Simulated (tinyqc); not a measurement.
Film, cylinder and sphere at the same misfit: thermal stress, cracking, delamination and buckling of a thin film; Griffith cracks and misfitting inclusions. Computed by tinyqc, a small Python program. Command: `OMP_NUM_THREADS=1 python tinyqc.py 3004295 3004296 out.jsonl filmcrack walk`. One thread of a shared host (Intel(R) Xeon(R) Processor @ 2.30GHz), about 0.01 s of CPU time with the checks.

Isotropic linear elasticity; the substrate is much thicker than the film; stress is positive in tension.

Inputs (values chosen for the exercise, for a model film):

| quantity | value | unit |
|---|---|---|
| film Young's modulus E | 57.4 | GPa |
| film Poisson ratio nu | 0.34 | - |
| film expansion alpha_f | 24.8 | 1e-6/K |
| substrate expansion alpha_s | 3.2 | 1e-6/K |
| deposition temperature T_d | 625 | K |
| final temperature T | 300 | K |
| intrinsic stress | 210 | MPa |
| film thickness h | 0.19 | micrometre |
| substrate Young's modulus E_s | 148 | GPa |
| substrate Poisson ratio nu_s | 0.26 | - |

Method. Thermal strain = (alpha_f - alpha_s)(T_d - T); stress = E/(1 - nu) x strain + intrinsic stress; plane-strain modulus Ebar = E/(1 - nu^2); G0 = stress^2 h/(2 Ebar) is the energy freed per area when a long strip loses its stress across its width. Thermal misfit e alone, mean stress = trace/3 and largest difference of principal stresses inside. Film: E e/(1 - nu) in two directions, 0 in the third. Cylinder: s0 = (1 + nu) e/[(1 + nu)(1 - 2 nu)/E + (1 + nu_s)/E_s] twice and s_zz = E e + 2 nu s0. Sphere: e/[(1 - 2 nu)/E + (1 + nu_s)/(2 E_s)] three times.

thermal strain = 0.00702

Stresses inside (MPa):

| shape | s1 | s2 | s3 | mean | largest difference |
|---|---|---|---|---|---|
| film | 610.53 | 610.53 | 0.00 | 407.02 | 610.53 |
| cylinder | 588.52 | 588.52 | 803.14 | 660.06 | 214.62 |
| sphere | 714.02 | 714.02 | 714.02 | 714.02 | 0.00 |

The mean stress in size is 407 MPa in the film, 660 in the cylinder and 714 in the sphere, while the largest difference, twice the largest shear stress, goes from 611 through 215 to 0. In a ductile solid shear can relax by slip and hydrostatic stress cannot, so a confined metal builds up the triaxial stress that opens voids.

Extremes, crossings and ranges named in words are read from the listed rows.
